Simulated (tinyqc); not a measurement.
Deformation-potential model of the Delta valleys of a conduction band: one step. Conductivity mass tensor.

Valleys with axes along x, y and z, each a pair at +k and -k. Herring-Vogt shift of a valley with unit axis a: dE = Xd tr(e) + Xu a.e.a. Non-degenerate shares n_i = exp(-dE_i/kT)/sum_j exp(-dE_j/kT). Inverse mass tensor of a valley: (1 - a a)/mt + a a/ml; the masses are taken as independent of strain.

Values chosen for the exercise (out of a larger set: near those of Si; not measured data): ml = 0.886 m0 (longitudinal mass); mt = 0.193 m0 (transverse mass).

shares: x 0.333333, y 0.333333, z 0.333333

Task: With one scattering time for all valleys the conductivity goes as M = sum_i n_i (inverse mass tensor of valley i); along the unit vector u, 1/m_c = u.M.u. Without stress 1/m_c = (1/ml + 2/mt)/3. Take u along [110].

Give: M; m_c along [110]; m_c without stress.

Result:

M (1/m0):
```
       x      y      z
x  3.830  0.000  0.000
y  0.000  3.830  0.000
z  0.000  0.000  3.830
```

m_c along [110] = 0.2611 m0
m_c without stress = 0.2611 m0

The mobility along [110] does not change; with all electrons in the valleys lightest or heaviest along this direction it would change by +35 or -18 %.

Computed by tinyqc, a small Python program: `OMP_NUM_THREADS=1 python tinyqc.py 1080856 1080857 out.jsonl` (the numbers bound the seed that draws the inputs); one thread of a shared host (Intel(R) Xeon(R) Processor @ 2.30GHz), about 0.01 s for the whole set of steps.
